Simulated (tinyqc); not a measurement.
Worked calculation: coupled-perturbed Hartree-Fock on RHF in the sto-3g basis, for H4, spin multiplicity 1. The polarisability along this axis is zero because the basis has no function that the field can mix in; the real value is not. Computed by tinyqc, a small Python program that keeps every step (integrals from PySCF). Settings: charge = 0, multiplicity = 1, basis = sto-3g, method = RHF, energy threshold = 1e-10, iteration cap = 88, orthogonalisation = canonical, start = core, DIIS depth = 6. Command: `OMP_NUM_THREADS=1 python tinyqc.py 29164 29165 out.jsonl` (the two numbers bound the seeds that draw the settings). One thread of a shared host (Intel(R) Xeon(R) Processor @ 2.60GHz), about 0.1 s of CPU time with the checks. The early iterations of the SCF are left out here.

## One-electron integrals

Geometry (angstrom):

| atom | x | y | z |
|---|---|---|---|
| H | 0.000000 | 0.000000 | 0.000000 |
| H | 0.000000 | 0.000000 | 1.112000 |
| H | 0.000000 | 0.000000 | 2.535000 |
| H | 0.000000 | 0.000000 | 3.647000 |

Basis sto-3g: exponents (1/bohr^2) and contraction coefficients of normalised primitives:

| element | l (shell) | exponent | coefficient |
|---|---|---|---|
| H | s (1) | 3.425251 | 0.154329 |
| H | s (1) | 0.623914 | 0.535328 |
| H | s (1) | 0.168855 | 0.444635 |

Overlap, kinetic and nuclear-attraction integrals over the contracted functions; the nuclear repulsion is the sum of Za Zb / Rab.

nuclear repulsion = 1.88622806 hartree

overlap S:
```
          1H 1s     2H 1s     3H 1s     4H 1s
1H 1s  1.000000  0.433043  0.046358  0.004243
2H 1s  0.433043  1.000000  0.286362  0.046358
3H 1s  0.046358  0.286362  1.000000  0.433043
4H 1s  0.004243  0.046358  0.433043  1.000000
```

kinetic energy T (hartree):
```
           1H 1s      2H 1s      3H 1s      4H 1s
1H 1s   0.760032   0.074867  -0.010444  -0.002375
2H 1s   0.074867   0.760032   0.017116  -0.010444
3H 1s  -0.010444   0.017116   0.760032   0.074867
4H 1s  -0.002375  -0.010444   0.074867   0.760032
```

nuclear attraction V (hartree):
```
           1H 1s      2H 1s      3H 1s      4H 1s
1H 1s  -2.046928  -0.850071  -0.083643  -0.007319
2H 1s  -0.850071  -2.271615  -0.553381  -0.083643
3H 1s  -0.083643  -0.553381  -2.271615  -0.850071
4H 1s  -0.007319  -0.083643  -0.850071  -2.046928
```

core Hamiltonian H = T + V (hartree):
```
           1H 1s      2H 1s      3H 1s      4H 1s
1H 1s  -1.286896  -0.775205  -0.094087  -0.009693
2H 1s  -0.775205  -1.511583  -0.536265  -0.094087
3H 1s  -0.094087  -0.536265  -1.511583  -0.775205
4H 1s  -0.009693  -0.094087  -0.775205  -1.286896
```

## Two-electron integrals

Functions are numbered as in S; the eight-fold symmetry (ij|kl) = (ji|kl) = (kl|ij) leaves the list below.

Two-electron integrals (ij|kl) in chemists' order, unique and non-zero (hartree):
```
(11|11) 0.774606   (21|11) 0.260645   (21|21) 0.116760   (22|11) 0.443109
(22|21) 0.260645   (22|22) 0.774606   (31|11) 0.018874   (31|21) 0.009706
(31|22) 0.025843   (31|31) 0.001032   (32|11) 0.084451   (32|21) 0.049783
(32|22) 0.156984   (32|31) 0.006510   (32|32) 0.047360   (33|11) 0.208662
(33|21) 0.116879   (33|22) 0.362369   (33|31) 0.018874   (33|32) 0.156984
(33|33) 0.774606   (41|11) 0.001266   (41|21) 0.000703   (41|22) 0.002053
(41|31) 0.000087   (41|32) 0.000608   (41|33) 0.002053   (41|41) 0.000008
(42|11) 0.010711   (42|21) 0.006104   (42|22) 0.018874   (42|31) 0.000857
(42|32) 0.006510   (42|33) 0.025843   (42|41) 0.000087   (42|42) 0.001032
(43|11) 0.074607   (43|21) 0.039865   (43|22) 0.116879   (43|31) 0.006104
(43|32) 0.049783   (43|33) 0.260645   (43|41) 0.000703   (43|42) 0.009706
(43|43) 0.116760   (44|11) 0.145099   (44|21) 0.074607   (44|22) 0.208662
(44|31) 0.010711   (44|32) 0.084451   (44|33) 0.443109   (44|41) 0.001266
(44|42) 0.018874   (44|43) 0.260645   (44|44) 0.774606
```

## Orthogonalisation

S = U s U^T; canonical form X = U s^(-1/2), so that X^T S X = 1. Each column of U has its largest component positive (the first on a tie).

eigenvalues of S: 0.443086  0.645580  1.266308  1.645026

X:
```
               1          2          3         4
1H 1s  -0.608986   0.704670   0.514861  0.330265
2H 1s   0.870393  -0.527198   0.360231  0.441443
3H 1s  -0.870393  -0.527198  -0.360231  0.441443
4H 1s   0.608986   0.704670  -0.514861  0.330265
```

## Iteration 8 (converged): orbitals

converged F (hartree):
```
           1H 1s      2H 1s      3H 1s      4H 1s
1H 1s  -0.213943  -0.432696  -0.068793   0.007057
2H 1s  -0.432696  -0.247771  -0.222546  -0.068793
3H 1s  -0.068793  -0.222546  -0.247771  -0.432696
4H 1s   0.007057  -0.068793  -0.432696  -0.213943
```

Diagonalise F' = X^T F X, C = X C', fill 2 alpha and 2 beta electrons from the bottom; D = 2 C_occ C_occ^T. Each column has its largest component positive (the first on a tie).

F' = X^T F X (hartree):
```
           1          2          3          4
1   0.569417   0.000000  -0.043722   0.000000
2   0.000000   0.278314   0.000000  -0.014749
3  -0.043722   0.000000  -0.393685   0.000000
4   0.000000  -0.014749   0.000000  -0.520890
```

orbital energies (hartree): MO1 -0.521162, MO2 -0.395665, MO3 0.278586, MO4 0.571398

coefficients C:
```
            MO1        MO2        MO3        MO4
1H 1s  0.343207   0.486772   0.698458  -0.631663
2H 1s  0.431643   0.399254  -0.535251   0.853198
3H 1s  0.431643  -0.399254  -0.535251  -0.853198
4H 1s  0.343207  -0.486772   0.698458   0.631663
```

D after iteration 8:
```
           1H 1s      2H 1s      3H 1s      4H 1s
1H 1s   0.709476   0.684977  -0.092406  -0.238313
2H 1s   0.684977   0.691440   0.053824  -0.092406
3H 1s  -0.092406   0.053824   0.691440   0.684977
4H 1s  -0.238313  -0.092406   0.684977   0.709476
```

## Convergence

Stop when the energy changes by less than 1e-10 hartree and every element of the error matrix X^T (F D S - S D F) X is below 3e-06.

Course of the cycle:

| iteration | E (hartree) | change | largest element of the error matrix |
|---|---|---|---|
| 1 | -1.87476857 | - | 4.25e-01 |
| 2 | -2.05798032 | -1.83e-01 | 5.15e-02 |
| 3 | -2.05994167 | -1.96e-03 | 2.68e-03 |
| 4 | -2.05994916 | -7.49e-06 | 1.07e-03 |
| 5 | -2.05995034 | -1.18e-06 | 2.50e-05 |
| 6 | -2.05995034 | -4.39e-10 | 1.41e-05 |
| 7 | -2.05995034 | -1.08e-10 | 9.62e-06 |
| 8 | -2.05995034 | -9.51e-11 | 1.31e-07 |

PySCF RHF in the same basis = -2.05995034 hartree

Converged in 8 iterations.

## Integrals over molecular orbitals

(pq|rs) = sum C_ip C_jq C_kr C_ls (ij|kl), one index at a time.

one-electron integrals over orbitals h = C^T H C (hartree):
```
           1          2          3          4
1  -1.583663   0.000000   0.119858   0.000000
2   0.000000  -1.445688   0.000000  -0.101259
3   0.119858   0.000000  -1.138518   0.000000
4   0.000000  -0.101259   0.000000  -0.970854
```

Two-electron integrals over orbitals (pq|rs), unique and non-zero (hartree):
```
(11|11) 0.429910    (21|21) 0.183834    (22|11) 0.408213    (22|22) 0.417431
(31|11) -0.053310   (31|22) 0.003504    (31|31) 0.110268    (32|21) 0.073557
(32|32) 0.114669    (33|11) 0.409640    (33|22) 0.411381    (33|31) -0.004484
(33|33) 0.426939    (41|21) 0.025945    (41|32) -0.077780   (41|41) 0.095347
(42|11) 0.059802    (42|22) 0.007599    (42|31) -0.107579   (42|33) 0.004904
(42|42) 0.112383    (43|21) -0.179945   (43|32) -0.075961   (43|41) -0.024035
(43|43) 0.191732    (44|11) 0.447962    (44|22) 0.427028    (44|31) -0.057223
(44|33) 0.438016    (44|42) 0.065055    (44|44) 0.486987
```

## Response to a field: uncoupled start

dipole integrals <a|y|i> (bohr):
```
          i1        i2
a3  0.000000  0.000000
a4  0.000000  0.000000
```

Field along y; U_ai = -mu_ai / (e_a - e_i), alpha = -4 sum U_ai mu_ai.

uncoupled U:
```
          i1        i2
a3  0.000000  0.000000
a4  0.000000  0.000000
```

uncoupled polarisability = 0.000000 bohr^3

## Coupled step 1

U_ai = -(mu_ai + sum_bj [4 (ai|bj) - (ab|ij) - (aj|bi)] U_bj) / (e_a - e_i); alpha = -4 sum U_ai mu_ai.

U after step 1:
```
          i1        i2
a3  0.000000  0.000000
a4  0.000000  0.000000
```

polarisability = 0.000000 bohr^3

## Coupled polarisability

Repeat until U stops changing; compare with -d2E/dF2.

Course of the coupled iterations:

| step | alpha (bohr^3) |
|---|---|
| 0 | 0.000000 |
| 1 | 0.000000 |

coupled polarisability = 0.000000 bohr^3

finite-field check, fields of +/-0.001 au = 2.84e-08 bohr^3
